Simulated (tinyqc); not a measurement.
Out-diffusion of a doped substrate or buried layer into a growing epitaxial film: one step, computed by the program tinyqc.

x is counted from the original substrate surface into the film, whose surface moves as x = v t. Substrate dopant has one diffusivity; the dopant of the film is taken as uniform.

Problem. Transition width. After growth and the later budget: l2 = 2 sqrt(D t + (Dt)2); C(x) = (C_s/2) erfc(x/l2) + share x C_s exp(-x/decay length) for x > 0 (autodoping taken as unchanged by the later budget). The transition x_t solves C(x) = C_e, where the total doping is twice the intended value. Usable film = d - x_t. Also give x_t for the erfc term alone, after growth and after the later budget.

Inputs (values chosen for the exercise, modelled on arsenic in silicon):
```
quantity                                            value    unit
substrate concentration C_s                       1.5e+18  1/cm^3
film doping C_e                                   5.2e+14  1/cm^3
film thickness d                                     0.77      um
growth temperature T                                 1075       C
autodoping level at the start, as a share of C_s   0.0005       -
decay length of autodoping                           0.18      um
later thermal budget (Dt)2                        6.3e-12    cm^2
```

Film doping: same type as the substrate.

length l = 0.03071438 um

Give: length l2; x_t after growth, erfc alone; x_t after the later budget, erfc alone; x_t with autodoping; usable film.

Solution.

length l2 = 0.05885 um

x_t after growth, erfc alone = 0.07367 um

x_t after the later budget, erfc alone = 0.1412 um

x_t with autodoping = 0.1519 um

usable film = 0.6181 um

Solid-state diffusion sets the transition. The later budget is 2.7 times that of the growth.
